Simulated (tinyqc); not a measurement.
# Space-charge-limited current with shallow traps: from ohmic to space-charge-limited current

One carrier type, drift only, an injecting contact at x = 0 (zero field) and thickness L. The share th = y/(1 + y), y = (Nc/Nt) exp(-Et/kB T), of the injected charge is free: J = q mu n F, eps0 eps_r dF/dx = q (n - n0)/th.

Ohmic J = q n0 mu V/L; Mott-Gurney J = (9/8) th eps0 eps_r mu V^2/L^3; they cross at Vx = 8 q n0 L^2/(9 th eps0 eps_r); traps fill at V_TFL = q Nt L^2/(2 eps0 eps_r). Exact: with u = n0/n(L), w = -u - ln(1 - u) and v = -u - u^2/2 - ln(1 - u), V = (q n0 L^2/(th eps0 eps_r)) v/w^2 and J = q^2 n0^2 mu L/(th eps0 eps_r w).

Values chosen for this exercise:
- T = 350 K (temperature)
- eps_r = 22.4 (relative permittivity)
- mu = 7.7 cm^2/(V s) (mobility)
- L = 12000 nm (thickness)
- Nc = 3.5e19 cm^-3 (band density of states)
- Nt = 2e15 cm^-3 (trap density)
- Et = 0.34 eV (trap depth)
- n0 = 9.1e12 cm^-3 (free carrier density in equilibrium)

Constants: q = 1.602176634e-19 C, kB = 1.380649e-23 J/K, Vt = kB T/q, eps0 = 8.8541878128e-14 F/cm where lengths are in cm. Results are converted to the units shown.

Results:

| V (V) | J (A/cm^2) | ohmic (A/cm^2) | Mott-Gurney (A/cm^2) | d ln J/d ln V |
|---|---|---|---|---|
| 0.51 | 0.005001 | 0.004771 | 4.706e-4 | 1.051 |
| 1.1 | 0.01150 | 0.01029 | 0.002189 | 1.128 |
| 2.4 | 0.02948 | 0.02245 | 0.01042 | 1.302 |
| 5.2 | 0.08807 | 0.04865 | 0.04892 | 1.530 |
| 11 | 0.2990 | 0.1029 | 0.2189 | 1.723 |
| 25 | 1.309 | 0.2339 | 1.131 | 1.861 |
| 120 | 26.90 | 1.123 | 26.05 | 1.968 |
| 250 | 114.8 | 2.339 | 113.1 | 1.985 |

Estimate the missing row, V = 53 V.

Computed row:

| V (V) | J (A/cm^2) | ohmic (A/cm^2) | Mott-Gurney (A/cm^2) | d ln J/d ln V |
|---|---|---|---|---|
| 53 | 5.457 | 0.4958 | 5.082 | 1.931 |

With this row back in the table: The local exponent rises from 1.05 to 1.98, passing from ohmic towards the square law around Vx = 5.17 V. In the last row J is 1.6 % above the Mott-Gurney value. For V = 120, 250 the voltage exceeds half of V_TFL = 116 V, near which the traps fill and the current rises steeply beyond this model. For V = 0.51, 1.1, 2.4 the voltage is under 100 kB T/q, where diffusion would add more than a third of the Mott-Gurney current.

Range of the model: Diffusion and a field-dependent mobility are left out. With injecting contacts the diffusion current, about 4 pi^2 Vt th eps0 eps_r mu V/L^3, equals the Mott-Gurney current at V = 35 kB T/q (0.9 V at 300 K), so the drift-only result needs V well above that.

Numbers from tinyqc (`OMP_NUM_THREADS=1 python tinyqc.py 2370136 2370137 out.jsonl`; about 0.01 s on one thread of a shared Intel Xeon 2.30GHz).
